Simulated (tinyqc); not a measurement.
What moves the results: Kronig-Penney superlattice by transfer matrices. A value that a table varies takes the place of the one given here.

Wells (width a, potential 0, mass mw) alternate with barriers (width b, height V0, mass mb); period d = a + b; c = hbar^2/2m0. The vector (psi, psi'/m) is continuous, and a layer of thickness t carries it by M = [[cos kt, (m/k) sin kt], [-(k/m) sin kt, cos kt]] with k = sqrt(m (E - V)/c); for E < V, k = i kappa gives [[cosh, (m/kappa) sinh], [(kappa/m) sinh, cosh]] of kappa t. A Bloch state obeys cos(q d) = tr(Mb Mw)/2.

Constants: hbar^2/2m0 = 3.80998211 eV angstrom^2.

Parameters, chosen for this exercise (near those of a GaAs superlattice with barriers of AlGaAs; not measured data): a = 104 angstrom (well width); V0 = 0.251 eV (barrier height); mw = 0.0656 m0 (mass in the wells); mb = 0.0927 m0 (mass in the barriers); bs = (8.5, 12.8, 17, 22.1, 27.2, 34, 42.5) angstrom (barrier widths); b = 17 angstrom (barrier width).

## Barrier width

First miniband against b. m_z = -2 c f'/d^2 with f = tr M/2 at the bottom of the band. E1 is the level of the single well, kappa1 its decay constant in the barrier.

First miniband:

| b (angstrom) | bottom (eV) | top (eV) | W (meV) | ln W | m_z (m0) |
|---|---|---|---|---|---|
| 8.5 | 0.0143 | 0.0429 | 28.58 | 3.353 | 0.0739 |
| 12.8 | 0.0185 | 0.0394 | 20.89 | 3.039 | 0.0829 |
| 17.0 | 0.0214 | 0.0367 | 15.37 | 2.732 | 0.0953 |
| 22.1 | 0.0238 | 0.0344 | 10.58 | 2.359 | 0.116 |
| 27.2 | 0.0255 | 0.0328 | 7.276 | 1.985 | 0.146 |
| 34.0 | 0.0269 | 0.0313 | 4.416 | 1.485 | 0.204 |
| 42.5 | 0.0279 | 0.0303 | 2.365 | 0.861 | 0.321 |

E1 = 0.0291 eV
kappa1 = 0.0735 1/angstrom

What does this show, and why?

W falls from 28.6 to 2.37 meV, and both edges close in on E1. The slope of ln W is -0.0729 per angstrom over the first two rows and -0.0735 over the last two, against -kappa1 = -0.0735: the width follows one power of the tunnelling amplitude once the wells couple weakly. m_z grows by a factor 4.3. Layers under about 10 angstrom are at the limit of envelope theory.

## From one barrier to a miniband

Transmission through N barriers separated by wells, between leads of the well material: T = 4/[(M11 + M22)^2 + (u M12 - M21/u)^2] with u = k/mw and M the product over all layers; twelve evenly spaced energies around the first miniband.

Transmission:

| E (eV) | tr M/2 of a period | N = 1 | N = 2 | N = 4 | N = 8 |
|---|---|---|---|---|---|
| 0.014456 | 2.466 | 0.0941 | 0.00426 | 8.58e-06 | 3.48e-11 |
| 0.017250 | 1.824 | 0.110 | 0.00921 | 7.27e-05 | 4.59e-09 |
| 0.020045 | 1.250 | 0.125 | 0.0224 | 0.00127 | 4.91e-06 |
| 0.022839 | 0.740 | 0.140 | 0.0692 | 0.676 | 0.351 |
| 0.025633 | 0.288 | 0.154 | 0.354 | 0.165 | 0.245 |
| 0.028428 | -0.108 | 0.168 | 0.812 | 0.531 | 0.256 |
| 0.031222 | -0.453 | 0.181 | 0.212 | 0.162 | 0.340 |
| 0.034017 | -0.751 | 0.193 | 0.0959 | 0.613 | 0.298 |
| 0.036811 | -1.006 | 0.205 | 0.0601 | 0.0150 | 0.00317 |
| 0.039606 | -1.220 | 0.217 | 0.0445 | 0.00297 | 1.61e-05 |
| 0.042400 | -1.397 | 0.229 | 0.0366 | 0.00113 | 1.12e-06 |
| 0.045194 | -1.540 | 0.240 | 0.0322 | 0.000593 | 2.04e-07 |

How do the results move?

5 of the energies lie in the miniband (|tr M/2| <= 1); there T for N = 8 runs between 0.245 and 0.351. In the gaps it falls with N: at E = 0.0452 eV from 0.000593 (N = 4) to 2.04e-07 (N = 8), a slope of ln T of -1.99 a period, against -2 arccosh|tr M/2| = -1.99.

## What each parameter does

Bottom and width of the first miniband, the gap above it, and m_z = -2 c f'/d^2 with f = tr M/2. Each row changes one parameter from the base and keeps the others.

Results:

| case | bottom (eV) | width (meV) | gap (meV) | m_z (m0) |
|---|---|---|---|---|
| base | 0.0214 | 15.4 | 54.8 | 0.0953 |
| a = 94 angstrom | 0.0243 | 19.1 | 62.0 | 0.0929 |
| b = 20 angstrom | 0.0229 | 12.3 | 59.8 | 0.1068 |
| V0 = 0.213 eV | 0.0194 | 17.2 | 49.0 | 0.0892 |
| mw = 0.059 m0 | 0.0222 | 17.2 | 57.8 | 0.0859 |
| mb = 0.0788 m0 | 0.0216 | 16.8 | 53.5 | 0.0892 |

What can be read from the table?

The largest shifts from the base row, up to three for each result and ties (the steps differ in size, so this ranks the rows, not the parameters). bottom (eV): a +0.0030, V0 -0.0020, b +0.0016. width (meV): a +3.7, b -3.0, mw +1.9. gap (meV): a +7.2, V0 -5.8, b +5.0. m_z (m0): b +0.0115, mw -0.0094, mb -0.0061, V0 -0.0061.

Program tinyqc; command `OMP_NUM_THREADS=1 python tinyqc.py 1282220 1282221 out.jsonl`; about 0.06 s on one thread of a shared Intel(R) Xeon(R) Processor @ 2.30GHz.
